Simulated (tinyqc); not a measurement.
Scattering of inversion-layer electrons by surface optical phonons of the gate insulator (remote phonon scattering): one step, computed by the program tinyqc.

One subband with the Fang-Howard envelope; insulator and channel are half-spaces, the gate is far away, and an interlayer only moves the polar surface away by t (its own modes and its permittivity contrast are left out).

Task: The electron gas. Density of states D = g_v m/(pi hbar^2); eta = E_F/(k_B T) = ln(exp(n/(D k_B T)) - 1); screening wave number q_s = e^2 D/(2 eps_0 eps_avg) x 1/(1 + exp(-eta)), eps_avg = (eps_s + eps_inf)/2; b = 3/z0.

Inputs (values chosen for the exercise, modelled on Al2O3 on In0.53Ga0.47As):
```
quantity                                   value    unit
optical constant eps_inf                    3.17       -
constant of the channel eps_s               13.9       -
in-plane mass m                           0.0433     m_0
valleys g_v                                    1       -
sheet density n                          2.4e+12  1/cm^2
mean distance of the electrons z0 = 3/b        4      nm
temperature T                                300       K
```

Constants: hbar^2/(2 m_0) = 3.80998212 eV angstrom^2; k_B = 8.617333262e-05 eV/K; e^2/(4 pi eps_0) = 14.39964548 eV angstrom.

Give: D; eta; q_s; b.

Result:

D = 1.809e+13 1/(eV cm^2)

eta = 5.127

q_s = 0.1906 1/nm

b = 0.75 1/nm

Caution: E_F is high enough for upper subbands or non-parabolicity, left out here, to matter.
